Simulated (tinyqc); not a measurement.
A spin-degenerate level with charging energy between two leads, rate equations: two steps of the calculation.

States 0, up, down and 2 with energies 0, e1 - Ez/2, e1 + Ez/2 and 2 e1 + U. mu_L = +V/2, mu_R = -V/2 (meV), f(x) = 1/(1 + exp(x/kB T)). A transition that adds one electron of given spin at the energy E has the rate G f(E - mu) from each lead, and its reverse G [1 - f(E - mu)]. I counts electrons leaving the left lead, times q.

Values chosen for this exercise:
- U = 7.1 meV (charging energy of the second electron)
- e1 = -5.33 meV (level)
- GL = 1.4 1/ns (tunnel rate to the left lead)
- GR = 0.061 1/ns (tunnel rate to the right lead)
- T = 7.7 K (temperature)
- V = 8.3 mV (bias)
- Ez = 1.3 meV (Zeeman splitting)

Constants: q = 1.602176634e-19 C, kB = 1.380649e-23 J/K, Vt = kB T/q. Results are converted to the units shown.

Task 1. Transition energies and Fermi factors. Transition energies: 0-up e1 - Ez/2, 0-down e1 + Ez/2, up-2 e1 + U + Ez/2, down-2 e1 + U - Ez/2.

Give: E; fL; fR.

Result 1.

```
transition  E (meV)     fL      fR
0-up         -5.980  1.000  0.9404
0-down       -4.680  1.000  0.6897
up-2          2.420  0.931  0.0001
down-2        1.120  0.990  0.0004
```

Task 2. Rate matrix. dp/dt = W p; W_ji is the rate from state i to j, and each column sums to zero.

```
transition          fL          fR
0-up        0.99999977  0.94036116
0-down      0.99999834  0.68970758
up-2        0.93132665  0.00005010
down-2      0.98971218  0.00035526
```

Give: W.

Result 2.

W (1/ns):
```
            0       up     down        2
0     -2.8994   0.0036   0.0189   0.0000
up     1.4574  -1.3075   0.0000   0.1571
down   1.4421   0.0000  -1.4045   0.0754
2      0.0000   1.3039   1.3856  -0.2325
```

Range of the model: Rate equations need hbar G well below kB T; cotunnelling and the Kondo effect are left out.

Program tinyqc, `OMP_NUM_THREADS=1 python tinyqc.py 2780027 2780028 out.jsonl`; Intel Xeon 2.30GHz, shared host, one thread, about 0.01 s.
